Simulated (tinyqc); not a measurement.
Through the band inversion: Shockley state of an s-p chain by decimation.

Each site has s at -d/2 and p at +d/2: H0 = diag(-d/2, d/2). The block to the next site on the right is H1 = [[-ts, u], [-u, tp]] (rows s, p of site n; columns s, p of site n + 1). Bulk: H(k) = [[-d/2 - 2 ts cos k, 2i u sin k], [-2i u sin k, d/2 + 2 tp cos k]]. The bands are inverted at k = pi if d < 2 (ts + tp).

Inputs chosen for the exercise:

| symbol | value | unit | meaning |
|---|---|---|---|
| ts | 1.07 | eV | s-s hopping |
| tp | 1.03 | eV | p-p hopping |
| u | 0.75 | eV | s-p hopping |

d = f 2 (ts + tp). Gap edges from 201 k points; levels in the gap from an open chain of 60 sites (their mean, and the weight on the two end sites summed over them, divided by their number); a dash: none.

Against d:

| f | d (eV) | top of lower band (eV) | bottom of upper band (eV) | levels in the gap | mean level (eV) | end weight |
|---|---|---|---|---|---|---|
| 0.10 | 0.420 | -1.4759 | 1.4922 | 2 | 0.0040 | 0.963 |
| 0.30 | 1.260 | -1.3302 | 1.3792 | 2 | 0.0120 | 0.885 |
| 0.50 | 2.100 | -1.0100 | 1.0900 | 2 | 0.0200 | 0.729 |
| 0.70 | 2.940 | -0.5900 | 0.6700 | 2 | 0.0280 | 0.496 |
| 0.85 | 3.570 | -0.2750 | 0.3550 | 2 | 0.0340 | 0.270 |
| 1.15 | 4.830 | -0.2750 | 0.3550 | 0 | - | - |
| 1.30 | 5.460 | -0.5900 | 0.6700 | 0 | - | - |
| 1.60 | 6.720 | -1.2200 | 1.3000 | 0 | - | - |

Levels in the gap appear for f = 0.1, 0.3, 0.5, 0.7 and 0.85 and for none of the other rows; the gap closes at f = 1. The level lies at 0.0040 eV for f = 0.1 and 0.0340 eV for f = 0.85, on the line E = d (ts - tp)/(2 (ts + tp)), and its end weight goes from 0.96 to 0.27: no shift of the surface potential is needed, the inversion alone binds it.

tinyqc: `OMP_NUM_THREADS=1 python tinyqc.py 1451779 1451780 out.jsonl`; about 0.2 s, one thread, shared Intel(R) Xeon(R) Processor @ 2.30GHz.
